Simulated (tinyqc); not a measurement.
Six-band hole subbands of a thin body in a field, step by step. Values are carried at full precision from step to step, so a last printed digit may differ when a step is redone from the rounded ones.

Constants: hbar^2/2m0 = 3.80998211 eV angstrom^2.

Values chosen for the exercise (near those of a p-type Si channel; the results hold for these values, not for the real material):
- S = (7.7, -2.1, 12.59) 1/TPa (compliances s11, s12, s44)
- sx = -1 GPa (stress along the channel [1-10], negative in compression)
- b = -2.06 eV (tetragonal potential)
- d = -4.87 eV (trigonal potential)
- g1 = 4.3 (Luttinger gamma1)
- g2 = 0.34 (gamma2)
- g3 = 1.44 (gamma3)
- face = 110 (surface)
- Dso = 0.044 eV (spin-orbit splitting)
- t = 85 angstrom (body thickness)
- F = 0 MV/cm (field across the body)
- kmax = 0.08 1/angstrom (end of the path)

## Strain and its block

exx = eyy = (s11 + s12) sx/2, ezz = s12 sx, exy = -s44 sx/4 (1 GPa/TPa = 1e-3). With e0 the traceless part, B_XX = 2b e0xx - b (e0yy + e0zz) and B_XY = sqrt(3) d exy.

strain, lower triangle:
```
           x          y         z
x  -0.002800
y   0.003148  -0.002800
z          0          0  0.002100
```

B (eV), lower triangle:
```
          X        Y         Z
X   0.01009
Y  -0.02655  0.01009
Z         0        0  -0.02019
```

## Confinement masses without spin-orbit coupling

C(n n^T)/c has C_XX = (g1 + 4 g2) nx^2 + (g1 - 2 g2)(ny^2 + nz^2) and C_XY = 6 g3 nx ny, n the unit normal; its eigenvalues are the inverse masses along n.

C(n n^T)/c, lower triangle:
```
        X       Y       Z
X  4.6400
Y  4.3200  4.6400
Z       0       0  3.6200
```

masses (m0): 3.1250  0.2762  0.1116

The heaviest mass, 3.13, comes from a near cancellation among the gammas, so a few per cent in them move it strongly.

## The matrix for one sine at q = 0

Basis X, Y, Z times spin, hole energies counted downwards from the unstrained edge (the hydrostatic shift is left out), c = hbar^2/2m0. For a symmetric tensor T let C(T) have C_XX = L Txx + M (Tyy + Tzz), C_XY = N Txy (cyclic), L = c (g1 + 4 g2), M = c (g1 - 2 g2), N = 6 c g3. k = q + kz n, n the unit normal, q = k1 u + k2 v with u along the channel [1-10] and v = n x u. H = C(k k^T) + (Dso/3)(1 - L.sigma) - B + e F z with (L_k)_ij = -i epsilon_kij; B is the block C built from the traceless strain with 2b, -b and sqrt(3) d in place of L, M, N. Strain: exx = eyy = (s11 + s12) sx/2, ezz = s12 sx, exy = -s44 sx/4. Hard walls at z = 0 and t; basis sin(j pi z/t), j = 1 to Nz: kz^2 = (j pi/t)^2, kz = -i D with D_jl = 4 j l/(t (j^2 - l^2)), z_jj = t/2 and z_jl = -8 t j l/(pi (j^2 - l^2))^2 for j + l odd; 1 MV/cm = 0.01 eV/angstrom.

Nz = 1, in meV.

H (meV), lower triangle (Hermitian):
```
              X+       Y+      Z+            X-     Y-     Z-
X+         28.72
Y+  49.03-14.67i    28.72
Z+             0        0   53.70
X-             0        0   14.67         28.72
Y-             0        0  14.67i  49.03+14.67i  28.72
Z-        -14.67  -14.67i       0             0      0  53.70
```

## Its levels

Diagonalise; the levels come in pairs. Give each pair and its weights on X, Y, Z, summed over spin and averaged over the pair.

levels (meV): -24.49  47.38  88.25

weights:
```
   pair 1  pair 2  pair 3
X   0.487   0.113   0.400
Y   0.487   0.113   0.400
Z   0.026   0.773   0.201
```

## More sines

The four lowest pairs at q = 0.

Hole energies (meV):

| Nz | pair 1 | pair 2 | pair 3 | pair 4 |
|---|---|---|---|---|
| 1 | -24.49 | 47.38 | 88.25 | - |
| 2 | -24.49 | -17.72 | 47.38 | 88.25 |
| 4 | -24.49 | -17.72 | -8.41 | 3.77 |
| 8 | -24.49 | -17.72 | -8.41 | 3.77 |
| 16 | -24.49 | -17.72 | -8.41 | 3.77 |

One sine is exact for the top subband, since without a field nothing joins different j at q = 0. The second pair lies 6.8 meV deeper.

## Dispersion of the top subband

Nz = 14; the two lowest levels (spin-split where the field breaks inversion), in meV from their value at q = 0.

Energies (meV):

| \|q\| (1/angstrom) | u a | u b | v a | v b |
|---|---|---|---|---|
| 0.020 | 13.09 | 13.09 | 5.49 | 5.49 |
| 0.040 | 51.35 | 51.35 | 21.91 | 21.91 |
| 0.060 | 91.56 | 91.56 | 49.10 | 49.10 |
| 0.080 | 101.85 | 101.85 | 86.49 | 86.49 |

From the mean of each pair in the first row, c q^2/E gives 0.12 m0 along u and 0.28 m0 along v. Without a field each pair stays degenerate. These masses hold for the first row only: the band bends further out.

## Checks

- Top level at q = 0 on (001) without field and stress against c (g1 - 2 g2)(pi/t)^2, eV: both 0.01884.
- Hermiticity, and E(q) against E(-q): they agree to 1e-10 or better.

Computed by tinyqc, a small Python program: `OMP_NUM_THREADS=1 python tinyqc.py 1280413 1280414 out.jsonl` (the numbers bound the seed that draws the inputs); one thread of a shared host (Intel(R) Xeon(R) Processor @ 2.30GHz), about 0.4 s for the whole set of steps.
